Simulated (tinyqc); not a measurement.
## Thermionic emission over a Gaussian spread of barriers: effect of the spread

Metal on an n-type semiconductor with one parabolic valley; V > 0 is forward bias (metal positive). Patches of barrier height b are spread as a Gaussian with mean phi - r2 V and variance sg^2 + r3 V; each carries A* T^2 exp(-b/Vt) [exp(V/Vt) - 1].

A* = 4 pi q me m0 kB^2/h^3 (times 1e-4 for A/(cm^2 K^2)). At zero bias the mean of exp(-b/Vt) gives phi_ap(0) = phi - sg^2/(2 Vt), J0 = A* T^2 exp(-phi_ap(0)/Vt), and the current is centred on b = phi - sg^2/Vt.

Parameters, values chosen for the exercise; band and dielectric values close to those of indium phosphide:
- T = 300 K (temperature)
- me = 0.079 m0 (electron mass)
- phi = 0.58 eV (barrier height seen from the metal)

Constants: q = 1.602176634e-19 C, kB = 1.380649e-23 J/K, h = 6.62607015e-34 J s, m0 = 9.1093837015e-31 kg, Vt = kB T/q. Results are converted to the units shown.

Result of one run:
```
sg (eV)  phi_ap(0) (eV)  J0 (A/cm^2)  barrier that carries most current (eV)
0.1              0.3866       0.2737                                  0.1932
```

What becomes of these results when the standard deviation of the barrier heights sg is changed from 0.1 to 0.036 eV, all else the same?

Result of the changed run:
```
sg (eV)  phi_ap(0) (eV)  J0 (A/cm^2)  barrier that carries most current (eV)
0.036            0.5549     4.066e-4                                  0.5299
```

The whole series:
```
sg (eV)  phi_ap(0) (eV)  J0 (A/cm^2)  barrier that carries most current (eV)
0.02             0.5723     2.080e-4                                  0.5645
0.036            0.5549     4.066e-4                                  0.5299
0.052            0.5277     0.001166                                  0.4754
0.068            0.4906     0.004903                                  0.4011
0.084            0.4435      0.03025                                  0.3071
0.1              0.3866       0.2737                                  0.1932
```

The apparent barrier falls from 0.572 to 0.387 eV, by sg^2/(2 Vt), and J0 grows by a factor of 1320 over the table. The lowering equals Vt at sg = sqrt(2) Vt = 0.0366 eV. In 2 of the 6 rows sg exceeds 3 Vt, so the current comes from more than three deviations below the mean, a tiny share of the area that a Gaussian of independent patches describes poorly.

tinyqc, about 0.01 s, one thread, Intel Xeon 2.30GHz (shared host): `OMP_NUM_THREADS=1 python tinyqc.py 2640086 2640087 out.jsonl`
